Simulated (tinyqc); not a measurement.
Carrier statistics of a doped semiconductor with parabolic bands: sweeps and comparisons. A value that a table varies takes the place of the one given here.

Eg(T) = Eg0 - al T^2/(T + be); m_de = Mv^(2/3) (ml mt^2)^(1/3); m_dh = (mhh^(3/2) + mlh^(3/2))^(2/3); Nc and Nv from N = 2 (m kB T/(4 pi c))^(3/2) with c = hbar^2/2m0, in 1/angstrom^3; times 1e24 for 1/cm^3.

Energies are counted from Ev, so Ec = Eg. n = Nc F_1/2((EF - Eg)/kT), p = Nv F_1/2(-EF/kT), ND+ = ND/(1 + 2 exp((EF - Eg + ED)/kT)), NA- = NA/(1 + 4 exp((EA - EF)/kT)); neutrality asks p + ND+ = n + NA-. F_j(eta) = (1/Gamma(j + 1)) integral_0^infinity x^j dx/(1 + exp(x - eta)), which tends to exp(eta) for eta << 0.

Constants: hbar^2/2m0 = 3.80998211 eV angstrom^2; kB = 8.617333262e-05 eV/K.

Inputs chosen for the exercise (near those of Ge; shifted at random, so the results belong to these values and not to a real crystal):
```
symbol  value     unit    meaning
Eg0     0.7416    eV      gap at 0 K
al      0.000476  eV/K    Varshni alpha
be      238       K       Varshni beta
ml      1.62      m0      longitudinal electron mass
mt      0.082     m0      transverse electron mass
Mv      4                 equivalent valleys
mhh     0.333     m0      heavy-hole mass
mlh     0.0426    m0      light-hole mass
ND      4.6e+12   1/cm^3  donors
NA      1e+15     1/cm^3  acceptors
ED      0.0122    eV      donor level below Ec
EA      0.0113    eV      acceptor level above Ev
T       150       K
```

## Temperature

Neutrality solved at each temperature; ni = sqrt(Nc Nv) exp(-Eg/2kT).

Carriers (1/cm^3):
```
T (K)  EF (eV)         n         p  majority / |ND - NA|        ni  Eg (eV)
10      0.0082    <1e-99  2.25e+12               0.00226    <1e-99   0.7414
20      0.0109    <1e-99  1.58e+14                 0.159  5.66e-77   0.7409
40      0.0200  1.35e-73  7.50e+14                 0.754  1.01e-29   0.7389
77      0.0433  1.03e-27  9.64e+14                 0.969  9.98e-07   0.7326
120     0.0741  1.56e-09  9.86e+14                 0.991  1.24e+03   0.7225
200     0.1366  4.03e+04  9.93e+14                 0.997  6.33e+09   0.6981
300     0.2205  4.02e+11  9.95e+14                 0.999  2.00e+13   0.6620
400     0.2861  9.38e+14  1.93e+15                  1.94  1.35e+15   0.6222
500     0.2733  1.81e+16  1.91e+16                  19.2  1.86e+16   0.5804
600     0.2494  1.13e+17  1.14e+17                   115  1.14e+17   0.5371
```

What can be read from the table?

Ionisation is incomplete: the majority density is below 90 % of the net doping at 10, 20 and 40 K, down to a share of 0.0023. It is within 10 % of the net doping at 77, 120, 200 and 300 K. At 400, 500 and 600 K thermal pairs lift it more than 10 % above the net doping; ni has reached 1.14e+17 1/cm^3 at 600 K against a net doping of 9.95e+14. EF goes from 0.008 eV to 0.249 eV, where midgap is 0.269 eV and the intrinsic level (Boltzmann) 0.250 eV.

## Doping level

Only acceptors are present (ND = 0); eta is the distance of EF beyond the valence edge in units of kT.

Neutral state:
```
NA (1/cm^3)  EF (eV)  majority (1/cm^3)  ionised share    eta
1.0e+14       0.1265           9.99e+13          0.999  -9.79
1.0e+15       0.0968           9.95e+14          0.995  -7.49
1.0e+16       0.0676           9.51e+15          0.951  -5.23
1.0e+17       0.0413           7.18e+16          0.718  -3.20
1.0e+18       0.0206           3.39e+17          0.339  -1.59
3.0e+18       0.0120           6.25e+17          0.208  -0.93
1.0e+19       0.0028           1.15e+18          0.115  -0.22
3.0e+19      -0.0056           1.90e+18          0.063   0.43
```

What can be read from the table?

The impurity level lies at 0.0113 eV. The ionised share falls from 0.999 to 0.063 as EF passes through it between 3e+18 and 1e+19 1/cm^3 (share 1/5 there); it is below one half from 1e+18 1/cm^3 on. Over the last two rows the doping grows threefold and the majority density by a factor 1.66. EF comes within 3 kT of the majority band edge from 1e+18 1/cm^3 on. Above roughly 5e+17 1/cm^3 (N^(1/3) a = 0.26, with the radius a = sqrt(c/(m E)) from the ionisation energy E and the mass mhh) the levels merge with the band and real ionisation is complete; sharp levels then overstate freeze-out.

## What each input does

Neutrality solved anew for each case. Each row changes one parameter from the base and keeps the others.

Results:
```
case                 EF (eV)  n (1/cm^3)  p (1/cm^3)
base                  0.0969     0.00684    9.90e+14
T = 170 K             0.1125        10.0    9.91e+14
ND = 9.2e+12 1/cm^3   0.0969     0.00687    9.86e+14
NA = 5e+14 1/cm^3     0.1059      0.0137    4.94e+14
Eg0 = 0.7916 eV       0.0969    0.000143    9.90e+14
mt = 0.0984 m0        0.0969     0.00820    9.90e+14
mhh = 0.3996 m0       0.1003     0.00888    9.91e+14
EA = 0.0169 eV        0.0969     0.00686    9.87e+14
```

What does this show?

The largest shifts from the base row, up to three for each result and ties (the steps differ in size, so this ranks the rows, not the parameters). EF (eV): T +0.0156, NA +0.0090, mhh +0.0034; unchanged at the printed digits by ND, Eg0, mt and EA. n (1/cm^3): T +10.0, NA +0.00686, Eg0 -0.00669. p (1/cm^3): NA -4.96e+14, ND -4.58e+12, EA -2.83e+12; unchanged at the printed digits by Eg0 and mt.

tinyqc: `OMP_NUM_THREADS=1 python tinyqc.py 1682267 1682268 out.jsonl`; about 0.01 s, one thread, shared Intel(R) Xeon(R) Processor @ 2.30GHz.
